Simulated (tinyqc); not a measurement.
Field dependence: Hall effect and magnetoresistance of several carrier groups with constant relaxation times. Computed by tinyqc, a small Python program. Command: `OMP_NUM_THREADS=1 python tinyqc.py 3024820 3024821 out.jsonl hall2 walk`. One thread of a shared host (Intel(R) Xeon(R) Processor @ 2.30GHz), about 0.01 s of CPU time with the checks.

Group 1 has charge -e and group 2 charge -e; s_i is that sign. B lies along z; mu B is formed with mu in m^2/(V s).

Inputs (values chosen for the exercise, for a model conductor): density n1 = 1e+15 1/cm^3; mobility mu1 = 7400 cm^2/(V s); density n2 = 5.5e+13 1/cm^3; mobility mu2 = 3700 cm^2/(V s).

Carriers: two electron groups. Densities: per volume.

Constants: e = 1.602176634e-19 C.

Method:
- Weak field: R_H(0) = sum s_i n_i mu_i^2/(e (sum n_i mu_i)^2); MR = c B^2 with c = n1 n2 mu1 mu2 (s1 mu1 - s2 mu2)^2/(n1 mu1 + n2 mu2)^2. Strong field: R_H = 1/(e sum s_i n_i); rho_xx saturates at (n1/mu1 + n2/mu2)/(e (sum s_i n_i)^2).
- sigma_xx = sum n_i e mu_i/(1 + mu_i^2 B^2); sigma_xy = sum s_i n_i e mu_i^2 B/(1 + mu_i^2 B^2).
- rho_xx = sigma_xx/(sigma_xx^2 + sigma_xy^2); Hall coefficient R_H = sigma_xy/(B (sigma_xx^2 + sigma_xy^2)), with B in V s/cm^2 (1 T = 1e-4 V s/cm^2); magnetoresistance MR = rho_xx(B)/rho_xx(0) - 1.

saturation MR = 2.47074 %

Against the field:
```
B (T)       mu1 B  rho_xx (ohm cm)  R_H (cm^3/C)      MR (%)
0.068  5.0320e-02          0.82089       -5993.1  1.6478e-03
0.2    1.4800e-01          0.82099       -5992.7  1.4182e-02
0.54   3.9960e-01          0.82169       -5990.1  9.9783e-02
1.4    1.0360e+00          0.82535       -5976.2  5.4481e-01
3.4    2.5160e+00          0.83355       -5945.0  1.5448e+00
8.1    5.9940e+00          0.83922       -5923.5  2.2347e+00
20     1.4800e+01          0.84081       -5917.4  2.4287e+00
54     3.9960e+01          0.84111       -5916.3  2.4649e+00
160    1.1840e+02          0.84115       -5916.1  2.4701e+00
```

What follows from these numbers?

MR starts as B^2.00 and ends as B^0.00; it saturates at 2.47 %. One group alone would show no magnetoresistance in this model. The rows with mu1 B well above 1 show the semiclassical limit; Landau quantisation is left out. Fields above 100 T are beyond ordinary laboratory magnets.
